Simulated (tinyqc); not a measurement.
# Thermal RC ladder, step response, step by step

Program tinyqc, `OMP_NUM_THREADS=1 python tinyqc.py 2520153 2520154 out.jsonl`; Intel Xeon 2.30GHz, shared host, one thread, about 0.01 s. Printed values are rounded.

A ladder of 3 nodes: R_i joins node i to node i + 1, the last R to the ambient; C_i is the heat capacity of node i; theta is the rise above ambient, zero at t = 0. d theta/dt = -A theta + b with b = (Pw/C_1, 0, ...), times in ms.

Values chosen for this exercise:
- R = [0.27, 0.14, 0.56] K/W (resistances, junction to ambient)
- C = [0.35, 4.3, 28] mJ/K (heat capacities of the nodes)
- Pw = 29 W (power at node 1 from t = 0)
- dt = 0.13 ms (time step)

## The rate matrix

A = C^(-1) K, K_ii = 1/R_(i-1) + 1/R_i (no first term for node 1), K_(i,i+1) = K_(i+1,i) = -1/R_i.

A (1/ms):
```
         node 1    node 2   node 3
node 1  10.5820  -10.5820   0.0000
node 2  -0.8613    2.5225  -1.6611
node 3   0.0000   -0.2551   0.3189
```

## Time constants and Foster resistances

A = C^(-1) K, K_ii = 1/R_(i-1) + 1/R_i (no first term for node 1), K_(i,i+1) = K_(i+1,i) = -1/R_i. The time constants tau_k are the inverse eigenvalues of A; the rise of node 1 per watt is Z(t) = sum_k r_k (1 - exp(-t/tau_k)), with r_k = v_k1^2 tau_k/C_1 and v_k the unit eigenvectors of C^(-1/2) K C^(-1/2).

tau_k, rising (ms): 0.0862720  0.562526  18.3807
r_k (K/W): 0.221641  0.143526  0.604833

The r_k add up to the sum of the R_i, 0.9700 K/W; the slowest constant is 213 times the fastest.

## Step 1: one time step

theta at t = 0 (K): node 1 0.00000, node 2 0.00000, node 3 0.00000

Implicit Euler: (1 + dt A) theta(new) = theta + dt b.

theta after step 1 (K): node 1 4.76810, node 2 0.40415, node 3 0.01287

## Step 2: one time step

As before.

theta after step 2 (K): node 1 7.06629, node 2 0.90689, node 3 0.04124

## Step 3: one time step

As before.

theta after step 3 (K): node 1 8.31807, node 2 1.39802, node 3 0.08411

## Course of the time stepping

Sixteen steps, against the exact rise Pw Z(t); the run counts as sound if the error in the last step is under 5 % of the exact rise. The time constants tau_k are the inverse eigenvalues of A; the rise of node 1 per watt is Z(t) = sum_k r_k (1 - exp(-t/tau_k)), with r_k = v_k1^2 tau_k/C_1 and v_k the unit eigenvectors of C^(-1/2) K C^(-1/2).

Course of the iteration:
```
step  t (ms)  theta_1 (K)  exact (K)  error (K)
1       0.13      4.76810    5.98566      -1.22
2       0.26      7.06629    7.89877     -0.832
3       0.39      8.31807    8.80733     -0.489
4       0.52      9.10267    9.41215     -0.309
5       0.65      9.66040    9.88515     -0.225
6       0.78      10.0946    10.2776     -0.183
7       0.91      10.4527    10.6113     -0.159
8       1.04      10.7585    10.8994     -0.141
9       1.17      11.0255    11.1515     -0.126
10       1.3      11.2623    11.3748     -0.112
11      1.43      11.4752    11.5751    -0.0999
12      1.56      11.6688    11.7571    -0.0883
13      1.69      11.8465    11.9243    -0.0778
14      1.82      12.0113    12.0796    -0.0684
15      1.95      12.1654    12.2254    -0.0600
16      2.08      12.3108    12.3634    -0.0526
```

The largest error is 1.2 K, at step 1; the last value is 0.43 % below the exact one. dt is 1.5 times the fastest time constant; implicit Euler is stable for any step, and it lags behind the exact rise.
